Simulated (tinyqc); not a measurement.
# Illuminated p-n diode, drift-diffusion by the Gummel loop with Scharfetter-Gummel fluxes, step by step

Numbers from tinyqc (`OMP_NUM_THREADS=1 python tinyqc.py 2240118 2240119 out.jsonl`; about 1 s on one thread of a shared Intel Xeon 2.30GHz). Printed values are rounded.

Abrupt junction at x = 0, p side from -Lp, n side to Ln, ohmic contacts. psi is counted from the intrinsic level; n = ni exp((psi - phin)/Vt), p = ni exp((phip - psi)/Vt). Contacts: p side psi = V - Vt ln(Na/ni), p = Na, n = ni^2/Na; n side psi = Vt ln(Nd/ni), n = Nd, p = ni^2/Nd. Constant mobilities, D = mu Vt, Boltzmann statistics, SRH recombination through a mid-gap level, U = (n p - ni^2)/(tp (n + ni) + tn (p + ni)). Current is positive from the p contact to the n contact.

Values chosen for this exercise; band and dielectric values close to those of indium phosphide: temperature T = 300 K; band gap Eg = 1.33 eV; relative permittivity eps_r = 12.3; conduction-band density of states at T Nc = 5.6e17 cm^-3; valence-band density of states at T Nv = 1.11e19 cm^-3; acceptor density of the p side Na = 4.5e15 cm^-3; donor density of the n side Nd = 1.4e17 cm^-3; electron mobility mun = 3300 cm^2/(V s); hole mobility mup = 150 cm^2/(V s); SRH lifetime of electrons tn = 2e-10 s; SRH lifetime of holes tp = 8e-9 s; uniform generation rate G = 2e21 cm^-3 s^-1; bias of the p contact V = 0.92 V.

Constants: q = 1.602176634e-19 C, kB = 1.380649e-23 J/K, Vt = kB T/q, eps0 = 8.8541878128e-14 F/cm where lengths are in cm. Results are converted to the units shown.

## Intrinsic density and built-in voltage

ni = sqrt(Nc Nv) exp(-Eg/(2 Vt)), Eg in volts; Vbi = Vt ln(Na Nd/ni^2).

ni = 1.67976e7 cm^-3
Vbi = 1.09224 V

## Round 1: Poisson equation

x, node 0 to 13 (nm): [-1800, -1010, -556, -297, -148, -62.9, -14, 14, 55.4, 117, 207, 341, 538, 830]
phin at the start, node 0 to 13 (V): [0.92, 0, 0, 0, 0, 0, 0, 0, 0, 0, 0, 0, 0, 0]
phip at the start, node 0 to 13 (V): [0.92, 0.92, 0.92, 0.92, 0.92, 0.92, 0.92, 0.92, 0.92, 0.92, 0.92, 0.92, 0.92, 0]

With phin and phip held, solve a_i (psi_(i+1) - psi_i) - a_(i-1) (psi_i - psi_(i-1)) + q w_i (p_i - n_i + C_i) = 0 for the inner nodes by Newton steps to convergence; a_i = eps0 eps_r/h_i, h_i = x_(i+1) - x_i, w_i = (h_(i-1) + h_i)/2, C = -Na or +Nd.

psi, node 0 to 13 (V): [0.418313, 0.417350, 0.417404, 0.419007, 0.433477, 0.475716, 0.527266, 0.582976, 0.590146, 0.590545, 0.590556, 0.590556, 0.590556, 0.590555]
n after Poisson, node 0 to 13 (cm^-3): [0.0627021, 1.72351e14, 1.72712e14, 1.83764e14, 3.21615e14, 1.64790e15, 1.21039e16, 1.04426e17, 1.37805e17, 1.39949e17, 1.40005e17, 1.40006e17, 1.40006e17, 1.4e17]
p after Poisson, node 0 to 13 (cm^-3): [4.5e15, 4.67089e15, 4.66113e15, 4.38081e15, 2.50310e15, 4.88520e14, 6.65103e13, 7.70917e12, 5.84182e12, 5.75235e12, 5.75003e12, 5.75001e12, 5.75001e12, 0.00201542]

## Round 1: electron continuity

With psi and p held, F_i = (mun Vt/h_i) [n_(i+1) B(d_i) - n_i B(-d_i)], d_i = (psi_(i+1) - psi_i)/Vt, B(d) = d/(exp(d) - 1); solve F_i - F_(i-1) = w_i [(n_i p_i - ni^2)/den_i - G] for the new n, with den = tp (n + ni) + tn (p + ni) taken at the old n and p, h_i = x_(i+1) - x_i, w_i = (h_(i-1) + h_i)/2; phin = psi - Vt ln(n/ni).

new n, node 0 to 13 (cm^-3): [0.0627021, 7.59913e13, 1.25705e14, 1.65689e14, 3.15321e14, 1.64366e15, 1.20931e16, 1.04345e17, 1.37705e17, 1.39855e17, 1.39924e17, 1.39942e17, 1.39968e17, 1.4e17]
phin after round 1, node 0 to 13 (V): [0.920000, 0.021171, 0.008213, 0.002677, 0.000511, 0.000067, 0.000023, 0.000020, 0.000019, 0.000017, 0.000015, 0.000012, 0.000007, 0.000000]

## Round 1: hole continuity

With psi and the new n held, F_i = (mup Vt/h_i) [p_(i+1) B(-d_i) - p_i B(d_i)], d_i = (psi_(i+1) - psi_i)/Vt, B(d) = d/(exp(d) - 1); solve F_i - F_(i-1) = w_i [(n_i p_i - ni^2)/den_i - G] for the new p, with den = tp (n + ni) + tn (p + ni) taken at the new n and the old p, h_i = x_(i+1) - x_i, w_i = (h_(i-1) + h_i)/2; phip = psi + Vt ln(p/ni).

new p, node 0 to 13 (cm^-3): [4.5e15, 4.05831e15, 3.84870e15, 3.56304e15, 2.02719e15, 3.95112e14, 5.36986e13, 6.17830e12, 4.53342e12, 4.20155e12, 3.78760e12, 3.11456e12, 1.98970e12, 0.00201542]
phip after round 1, node 0 to 13 (V): [0.920000, 0.916366, 0.915049, 0.914658, 0.914548, 0.914514, 0.914468, 0.914277, 0.913445, 0.911878, 0.909207, 0.904150, 0.892565, 0.000000]

## Course of the Gummel loop

Stop when phin and phip change by less than 1e-8 V, or after 80 rounds. J = Jn at the p contact + Jp at the n contact + q sum w_i U_i - q G sum w_i over the inner nodes, which avoids differences of large majority fluxes: Jn = (q mun Vt/h_0)[n_1 B(d_0) - n_0 B(-d_0)], Jp = (q mup Vt/h_last)[p_(N-1) B(d_last) - p_N B(-d_last)], d_i = (psi_(i+1) - psi_i)/Vt, B(d) = d/(exp(d) - 1), w_i = (h_(i-1) + h_i)/2.

Course of the iteration:
```
round  J (A/cm^2)  largest change of phin, phip (V)
1         18.5086                            0.0274
2         16.5568                           2.31e-3
3         16.5350                           5.42e-5
4         16.5352                           1.32e-6
5         16.5351                           8.74e-8
6         16.5351                           3.36e-9
```

Converged in 6 rounds.

## Recombination and current

converged psi, node 0 to 13 (V): [0.418313, 0.414334, 0.412925, 0.414201, 0.429769, 0.474204, 0.526873, 0.582938, 0.590160, 0.590561, 0.590569, 0.590566, 0.590561, 0.590555]
converged n, node 0 to 13 (cm^-3): [0.0627021, 6.17195e13, 1.02076e14, 1.36427e14, 2.73074e14, 1.55044e15, 1.19115e16, 1.04200e17, 1.37788e17, 1.39947e17, 1.40003e17, 1.40003e17, 1.40002e17, 1.4e17]
converged p, node 0 to 13 (cm^-3): [4.5e15, 4.55961e15, 4.58677e15, 4.30467e15, 2.34764e15, 4.20353e14, 5.47096e13, 6.20893e12, 4.54669e12, 4.21318e12, 3.79782e12, 3.12269e12, 1.99469e12, 0.00201542]

U_i as defined. J = Jn at the p contact + Jp at the n contact + q sum w_i U_i - q G sum w_i over the inner nodes, which avoids differences of large majority fluxes: Jn = (q mun Vt/h_0)[n_1 B(d_0) - n_0 B(-d_0)], Jp = (q mup Vt/h_last)[p_(N-1) B(d_last) - p_N B(-d_last)], d_i = (psi_(i+1) - psi_i)/Vt, B(d) = d/(exp(d) - 1), w_i = (h_(i-1) + h_i)/2.

U, node 0 to 13 (cm^-3 s^-1): [0, 2.00200e23, 2.70017e23, 3.00804e23, 2.41541e23, 5.21904e22, 6.83792e21, 7.76115e20, 5.68336e20, 5.26647e20, 4.74727e20, 3.90336e20, 2.49336e20, 0]
Jn at the p contact = 11.5215 A/cm^2
Jp at the n contact = 0.0424468 A/cm^2
recombination = 5.03815 A/cm^2
generation = 0.0669389 A/cm^2
J = 16.5351 A/cm^2

A 500-node mesh gives J = 16.32 A/cm^2; this mesh differs from it by 0.21 A/cm^2 (1.3 %).
